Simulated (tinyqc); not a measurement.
# p-n heterojunction, non-linear Poisson equation by Newton steps, Boltzmann statistics: two studies

One dimension, material 1 (p-type) at x < 0 and material 2 (n-type) at x > 0. Band edges: Ec = -psi in material 1 and -psi + dEc in material 2, Ev = Ec - Eg. Flat quasi-Fermi levels: 0 for holes, +V for electrons. n = Nc F((EFn - Ec)/Vt), p = Nv F((Ev - EFp)/Vt), with F(eta) = exp(eta) (Boltzmann statistics); full ionisation, no interface charge, classical densities; the doping types are chosen for the exercise.

Inputs (values chosen for the exercise); band and dielectric values those of a made-up pair: temperature T = 400 K; band gap of material 1 Eg1 = 1.63 eV; relative permittivity of material 1 er1 = 10.8; conduction-band density of states of material 1 Nc1 = 8.33e17 cm^-3; valence-band density of states of material 1 Nv1 = 1.74e19 cm^-3; band gap of material 2 Eg2 = 1.6 eV; relative permittivity of material 2 er2 = 11.6; conduction-band density of states of material 2 Nc2 = 7.57e17 cm^-3; valence-band density of states of material 2 Nv2 = 1.5e19 cm^-3; conduction-band offset Ec2 - Ec1 dEc = -0.32 eV; acceptor density of material 1 N1 = 1.7e16 cm^-3; donor density of material 2 N2 = 1.2e17 cm^-3; bias of side 1 against side 2 V = 0.22 V.

Constants: q = 1.602176634e-19 C, kB = 1.380649e-23 J/K, Vt = kB T/q, eps0 = 8.8541878128e-14 F/cm where lengths are in cm. Results are converted to the units shown.

Each table varies one quantity; the others keep the values above.

## Effect of the bias of side 1 against side 2

Exact first integral: on each side D^2/(2 eps0 er) = G, G = q [Vt (nI_j - nI_b) + Vt (pI_j - pI_b) - C (psi_j - psi_b)], with C = -N1 or +N2, b the neutral end of that side, and nI, pI the densities themselves. D is continuous, so er1 G1(psi_j) = er2 G2(psi_j) fixes psi_j. Ends from Nv1 F((-psi_L - Eg1)/Vt) = N1 and Nc2 F((V + psi_R - dEc)/Vt) = N2. D is counted positive when psi rises towards material 2. Depletion (Anderson) capacitance C^2 = q eps0 er1 er2 N1 N2/(2 (er1 N1 + er2 N2)(psi_R - psi_L)). -dD/dV is the change of the displacement at the interface with both quasi-Fermi levels flat; it is the terminal capacitance only while neither side holds an inversion layer. n_j and p_j are densities at the interface.

Effect of the bias of side 1 against side 2:

| V (V) | psi_R - psi_L (V) | psi_j - psi_L (V) | psi_R - psi_j (V) | D/q (cm^-2) | n_j in 1 (cm^-3) | p_j in 2 (cm^-3) | -dD/dV (nF/cm^2) | depletion C (nF/cm^2) |
|---|---|---|---|---|---|---|---|---|
| 0.3 | 0.7076 | 0.6001 | 0.1075 | 3.388e11 | 5.419e11 | 8.949e4 | 42.17 | 40.32 |
| -0.17 | 1.178 | 1.014 | 0.1634 | 4.459e11 | 1.072e11 | 0.5416 | 32.18 | 31.26 |
| -0.64 | 1.648 | 1.429 | 0.2184 | 5.320e11 | 2.175e10 | 3.196e-6 | 26.99 | 26.43 |
| -1.11 | 2.118 | 1.844 | 0.2732 | 6.060e11 | 4.436e9 | 1.877e-11 | 23.70 | 23.31 |
| -1.59 | 2.598 | 2.268 | 0.3291 | 6.733e11 | 8.752e8 | 8.523e-17 | 21.33 | 21.05 |
| -2.06 | 3.068 | 2.684 | 0.3839 | 7.332e11 | 1.787e8 | 4.999e-22 | 19.59 | 19.37 |
| -2.53 | 3.538 | 3.099 | 0.4387 | 7.886e11 | 3.648e7 | 2.932e-27 | 18.21 | 18.03 |
| -3 | 4.008 | 3.514 | 0.4934 | 8.403e11 | 7.447e6 | 1.720e-32 | 17.09 | 16.94 |

What does the comparison show?

As V goes from 0.3 to -3, the total bending rises from 0.708 to 4.01 V and the sheet charge D/q rises from 3.39e11 to 8.40e11 cm^-2; the share of the bending in material 1 rises from 84.8 to 87.7 %. The capacitance departs most from the depletion formula at V = 0.3, where it is 4.6 % above it.

## Effect of the acceptor density of material 1

Same model as above.

Effect of the acceptor density of material 1:

| N1 (cm^-3) | psi_R - psi_L (V) | psi_j - psi_L (V) | psi_R - psi_j (V) | D/q (cm^-2) | n_j in 1 (cm^-3) | p_j in 2 (cm^-3) | -dD/dV (nF/cm^2) | depletion C (nF/cm^2) |
|---|---|---|---|---|---|---|---|---|
| 8.5e14 | 0.6843 | 0.6659 | 0.01846 | 8.006e10 | 7.184e12 | 662.7 | 9.992 | 9.722 |
| 2e15 | 0.7138 | 0.6837 | 0.03019 | 1.245e11 | 5.112e12 | 931.3 | 14.96 | 14.54 |
| 4.7e15 | 0.7433 | 0.6928 | 0.05051 | 1.922e11 | 2.834e12 | 1680 | 22.33 | 21.62 |
| 1.1e16 | 0.7726 | 0.6853 | 0.08728 | 2.923e11 | 9.756e11 | 4880 | 32.93 | 31.70 |
| 2.6e16 | 0.8022 | 0.6450 | 0.1573 | 4.353e11 | 1.281e11 | 3.717e4 | 47.45 | 45.45 |
| 6.1e16 | 0.8316 | 0.5522 | 0.2795 | 6.140e11 | 3.696e9 | 1.288e6 | 64.48 | 61.76 |
| 1.4e17 | 0.8603 | 0.4138 | 0.4465 | 7.962e11 | 2.907e7 | 1.638e8 | 80.60 | 77.30 |
| 3.4e17 | 0.8909 | 0.2604 | 0.6305 | 9.576e11 | 1.397e5 | 3.407e10 | 93.32 | 89.65 |

Read the table: what changes, and by how much?

As N1 goes from 8.5e14 to 3.4e17, the total bending rises from 0.684 to 0.891 V and the sheet charge D/q rises from 8.01e10 to 9.58e11 cm^-2; the share of the bending in material 1 falls from 97.3 to 29.2 %. The capacitance departs most from the depletion formula at N1 = 6.1e16, where it is 4.4 % above it.

Computed by the program tinyqc: `OMP_NUM_THREADS=1 python tinyqc.py 2040039 2040040 out.jsonl`, one thread of a shared Intel Xeon 2.30GHz, about 0.02 s for the whole run.
